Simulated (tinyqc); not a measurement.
Film and buried-oxide thickness from two coupling ratios.

Inverse problem. In a depleted film -dVT/dVb is k1 = Cs Cbox/(Cox (Cs + Cbox)) for a front channel and k2 = Cbox (Cox + Cs)/(Cox Cs) for a back channel, with Cox = eps0 eox/tox, Cs = eps0 eps_r/ts, Cbox = 3.9 eps0/tb. Find ts and tb.

Parameters, values chosen for the exercise; band and dielectric values close to those of silicon: relative permittivity eps_r = 11.8; relative permittivity of the gate insulator (close to silicon dioxide) eox = 3.9; insulator thickness tox = 3 nm.

coupling ratios for a front and a back channel: 0.099020979  0.28063885

Solution. With y = Cox/Cs and z = Cox/Cbox, 1/k1 = y + z and k2 = (1 + y)/z, so y = (k2/k1 - 1)/(1 + k2); the thicknesses follow from y and z.

ts = 13.00 nm
tb = 26.00 nm

Numbers from tinyqc (`OMP_NUM_THREADS=1 python tinyqc.py 2190006 2190007 out.jsonl`; about 0.4 s on one thread of a shared Intel Xeon 2.30GHz).
